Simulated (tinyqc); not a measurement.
Inside a calculation. Method: plane-wave Kohn-Sham cycle with exchange-only LDA in a layered model solid. One step of it, computed by the program tinyqc.

Task: Iteration 1: potential. V_H(G) = 4 pi rho(G)/G^2 for G != 0 (uniform background); v_x = -(3 rho/pi)^(1/3); V = V_ext + V_H + v_x; Fourier components f(G_m) = (1/N) sum_j f(x_j) exp(-i G_m x_j).

A solid whose potential varies along x alone (atomic units):
```
parameter,value
period a,7.700000
cross-section of the cell,26.000000
electrons per cell,2
grid points,16
"plane waves -n..n, n",2
k points,2
V1 in V1 cos(2 pi x/a),-0.560000
```

density at the start, on the grid x_j = j a/N (e/bohr^3): 0.00999001  0.00999001  0.00999001  0.00999001  0.00999001  0.00999001  0.00999001  0.00999001  0.00999001  0.00999001  0.00999001  0.00999001  0.00999001  0.00999001  0.00999001  0.00999001

Give: Potentials on the grid; V(G_m), m = 0, 1, 2, ....

Result:

Potentials on the grid (hartree):
```
x,V_ext,V_H,v_x,V
0.000,-0.560,0.000,-0.212,-0.772
0.481,-0.517,0.000,-0.212,-0.729
0.963,-0.396,0.000,-0.212,-0.608
1.444,-0.214,0.000,-0.212,-0.426
1.925,0,0.000,-0.212,-0.212
2.406,0.214,0.000,-0.212,2.22e-03
2.888,0.396,0.000,-0.212,0.184
3.369,0.517,0.000,-0.212,0.305
3.850,0.560,0.000,-0.212,0.348
4.331,0.517,0.000,-0.212,0.305
4.812,0.396,0.000,-0.212,0.184
5.294,0.214,0.000,-0.212,2.22e-03
5.775,0,0.000,-0.212,-0.212
6.256,-0.214,0.000,-0.212,-0.426
6.737,-0.396,0.000,-0.212,-0.608
7.219,-0.517,0.000,-0.212,-0.729
```

V(G_m), m = 0, 1, 2, ... (hartree): -0.212  -0.280  0.000  0.000  0.000
